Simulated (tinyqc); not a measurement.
From one set of inputs to another, one input at a time: chemical vapour deposition: Grove model, boundary layer, depletion and step coverage. Computed by tinyqc, a small Python program. Command: `OMP_NUM_THREADS=1 python tinyqc.py 3017925 3017926 out.jsonl cvd ladder`. One thread of a shared host (Intel(R) Xeon(R) Processor @ 2.30GHz), about 0.01 s of CPU time with the checks.

A precursor diffuses to the surface and reacts there at first order; each molecule that reacts adds one formula unit of film.

The inputs printed are set A. Set A is close to those used for silicon nitride (counted as SiN4/3); the values taken over come from a set close to those used for polysilicon from silane. Inputs not listed in the table keep their values of set A, so the rows need not describe a real material.

Inputs (values chosen for the exercise, close to those used for silicon nitride (counted as SiN4/3)):
```
quantity                                       value                unit
prefactor k0 of k_s                          6.5e+08                cm/s
activation energy E                             1.88                  eV
temperature T                                    800                   C
total pressure p                                0.82                torr
mole fraction of the precursor Y                0.15                   -
gas diffusivity D0 at 273.15 K and 760 torr     0.28              cm^2/s
film density N                                 4e+22  formula units/cm^3
precursor mass M                                 101                   u
trench width w                                  0.18                  um
aspect ratio of the trench                        31                   -
wafer radius R                                    15                  cm
wafer spacing s                                  1.2                  cm
```

Reactor: wafer stack, low pressure.

Constants: k_B = 1.380649e-23 J/K; u = 1.6605390666e-27 kg; k_B = 8.617333262e-05 eV/K.

Method:
- k_s = k0 exp(-E/(k_B T)); C_g = Y p/(k_B T), 1 torr = 133.322 Pa; D = D0 (T/273.15)^1.75 (760/p).
- Temperatures in kelvin are T(C) + 273.15.
- Mean speed c = sqrt(8 k_B T/(pi M)); reactive sticking probability beta = 4 k_s/c.
- Between two wafers the gas diffuses inward and reacts on both faces: (D/r) d/dr (r dC/dr) = 2 k_s C/s, so C(r)/C_g = I0(phi r/R)/I0(phi) with phi^2 = 2 k_s R^2/(s D); G(r) = k_s C(r)/N, 1 cm/s = 6e8 nm/min; the mean over the wafer is eta = 2 I1(phi)/(phi I0(phi)).
- In a long trench of width w and depth l = aspect ratio x w: Knudsen diffusivity D_K = (2w) c/3 (hydraulic diameter 2w), combined as 1/D_e = 1/D_K + 1/D; D_e d2C/dz2 = 2 k_s C/w with D_e dC/dz = -k_s C at the floor. With m = sqrt(2 k_s/(w D_e)): C(floor)/C(top) = 1/[cosh(m l) + (k_s/(D_e m)) sinh(m l)].

Each row keeps all changes above it:
```
input moved                                                         from              to  growth rate G at the edge (nm/min)  step coverage  modulus m l
set A                                                                  -               -                              16.000        0.97050      0.24206
temperature T (C)                                                    800             770                               9.173        0.98315      0.18199
total pressure p (torr)                                             0.82             1.5                              16.780        0.98314      0.18200
aspect ratio of the trench                                            31             7.8                              16.780        0.99882      0.04579
mole fraction of the precursor Y                                    0.15            0.11                              12.306        0.99882      0.04579
wafer spacing s (cm)                                                 1.2            0.49                              12.306        0.99882      0.04579
prefactor k0 of k_s (cm/s) and activation energy E (eV)  650000000, 1.88  12000000, 1.59                               5.721        0.99945      0.03122
```

Growth rate G at the edge goes from 16.0 to 5.72, a factor 0.358 in all. The largest single move comes from prefactor k0 of k_s with activation energy E (a factor 0.465), and total pressure p works against it (a factor 1.83). Step coverage goes from 0.971 to 0.999, a factor 1.030 in all. The largest single move comes from aspect ratio of the trench (a factor 1.016). Modulus m l goes from 0.242 to 0.0312, a factor 0.129 in all. The largest single move comes from aspect ratio of the trench (a factor 0.252). The single moves hold for this order of the switches; the total does not depend on the order.

Caution (all rows): the hydraulic-diameter form of D_K is rough for a slit.

Extremes, crossings and ranges named in words are read from the listed rows.
